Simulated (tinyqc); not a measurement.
What moves the results: three-level Kane dispersion of a narrow-gap semiconductor. A value that a table varies takes the place of the one given here.

Zero of energy at Gamma8, c = hbar^2/2m0, P^2 = Ep c. The free-electron term and remote bands are left out, so the heavy holes are flat at E = 0 and the other three bands obey E (E - Eg)(E + Dso) = P^2 k^2 (E + 2 Dso/3). The conduction band is the highest root; its edge is Ec = max(Eg, 0).

Degenerate electrons at T = 0: kF = (3 pi^2 n)^(1/3), 1 cm^-3 = 1e-24 angstrom^-3; EF is the highest root at kF. The momentum (cyclotron, optical) mass is m(E) = hbar^2 k/(dE/dk) = c d(k^2)/dE with d(k^2)/dE = k^2 [1/E + 1/(E - Eg) + 1/(E + Dso) - 1/(E + 2 Dso/3)]; the density of states is k d(k^2)/dE/(2 pi^2).

Edge mass m0* = Eg (Eg + Dso)/(Ep (Eg + 2 Dso/3)).
Constants: hbar^2/2m0 = 3.80998211 eV angstrom^2.

Values chosen for the exercise (near those of InAs; shifted at random, so the results belong to these values and not to a real crystal):

| symbol | value | unit | meaning |
|---|---|---|---|
| Eg | 0.418 | eV | E(Gamma6) - E(Gamma8) |
| Dso | 0.41 | eV | spin-orbit splitting |
| Ep | 21.3 | eV | Kane energy |
| k | 0.039 | 1/angstrom | wave vector |
| n | 5.4e+16 | cm^-3 | electron density |

## Filling the band

n from 1e15 to 1e19 cm^-3. The last column is the local power d ln(EF - Ec)/d ln n = kF^2/(1.5 (EF - Ec) d(k^2)/dE).

Results:

| n (cm^-3) | kF (1/angstrom) | EF - Ec (meV) | parabolic (meV) | m(EF) | m(EF)/m0* | power |
|---|---|---|---|---|---|---|
| 1.0e+15 | 0.00309 | 1.5 | 1.6 | 0.0237 | 1.01 | 0.664 |
| 1.0e+16 | 0.00667 | 7.1 | 7.2 | 0.0242 | 1.03 | 0.657 |
| 3.0e+16 | 0.00961 | 14.5 | 15.0 | 0.0250 | 1.06 | 0.647 |
| 1.0e+17 | 0.01436 | 31.3 | 33.4 | 0.0267 | 1.13 | 0.627 |
| 3.0e+17 | 0.02071 | 61.4 | 69.5 | 0.0297 | 1.26 | 0.598 |
| 1.0e+18 | 0.03094 | 122.9 | 155.1 | 0.0358 | 1.52 | 0.553 |
| 3.0e+18 | 0.04462 | 220.2 | 322.7 | 0.0453 | 1.93 | 0.508 |
| 1.0e+19 | 0.06665 | 394.2 | 720.1 | 0.0620 | 2.64 | 0.461 |

What does this show?

The power falls from 0.664 to 0.461: 2/3 marks a parabola, 1/3 a linear band. The parabola is within 10 % up to n = 1.0e+17 cm^-3. The mass has doubled by n = 1.0e+19 cm^-3 and ends at 2.6 times its edge value.

## Closing and inverting the gap

Eg is varied at fixed k, Dso and Ep. Edge mass: Eg (Eg + Dso)/(Ep (Eg + 2 Dso/3)) for Eg > 0, 3 |Eg|/(2 Ep) for Eg < 0. The Gamma6 weight of the conduction state is 1/(1 + P^2 k^2 [(2/3)/E^2 + (1/3)/(E + Dso)^2]).

Results:

| Eg (eV) | m0* | highest root (eV) | middle (eV) | lowest (eV) | E - Ec (meV) | Gamma6 weight |
|---|---|---|---|---|---|---|
| -0.400 | 0.02817 | 0.1663 | -0.3000 | -0.6762 | 166.3 | 0.244 |
| -0.200 | 0.01408 | 0.2270 | -0.2556 | -0.5815 | 227.0 | 0.371 |
| -0.080 | 0.00563 | 0.2770 | -0.2246 | -0.5424 | 277.0 | 0.463 |
| -0.020 | 0.00141 | 0.3062 | -0.2090 | -0.5272 | 306.2 | 0.511 |
| 0.020 | 0.00138 | 0.3273 | -0.1989 | -0.5184 | 307.3 | 0.542 |
| 0.080 | 0.00521 | 0.3612 | -0.1843 | -0.5069 | 281.2 | 0.588 |
| 0.200 | 0.01210 | 0.4369 | -0.1579 | -0.4890 | 236.9 | 0.672 |
| 0.400 | 0.02259 | 0.5827 | -0.1234 | -0.4693 | 182.7 | 0.779 |

What can be read from the table?

The edge mass vanishes with |Eg| from both sides, yet the kinetic energy at this k stays finite, at most 307.3 meV in the table; at Eg = 0 the two-level form, without the split-off band, gives the linear value sqrt(2/3) P k = 286.9 meV. The Gamma6 weight of the conduction state goes smoothly from 0.24 to 0.78 and is 0.51 and 0.54 in the two rows next to Eg = 0: at finite k nothing jumps at the inversion.

## What each parameter does

Edge mass, EF - Ec and m(EF). Each row changes one parameter from the base and keeps the others.

Results:

| case | m0* (m0) | EF - Ec (meV) | m(EF) (m0) |
|---|---|---|---|
| base | 0.02350 | 21.20 | 0.02564 |
| n = 1.08e+17 cm^-3 | 0.02350 | 32.87 | 0.02681 |
| Eg = 0.3553 eV | 0.02031 | 24.18 | 0.02278 |
| Dso = 0.3485 eV | 0.02313 | 21.52 | 0.02527 |
| Ep = 18.105 eV | 0.02765 | 18.13 | 0.02981 |

What can be read from the table?

The largest shifts from the base row, up to three for each result and ties (the steps differ in size, so this ranks the rows, not the parameters). m0* (m0): Ep +0.00415, Eg -0.00320, Dso -0.00037; unchanged at the printed digits by n. EF - Ec (meV): n +11.67, Ep -3.07, Eg +2.98. m(EF) (m0): Ep +0.00416, Eg -0.00286, n +0.00117.

Computed by tinyqc, a small Python program: `OMP_NUM_THREADS=1 python tinyqc.py 1051034 1051035 out.jsonl` (the numbers bound the seed that draws the inputs); one thread of a shared host (Intel(R) Xeon(R) Processor @ 2.30GHz), about 0.01 s for the whole set of steps.
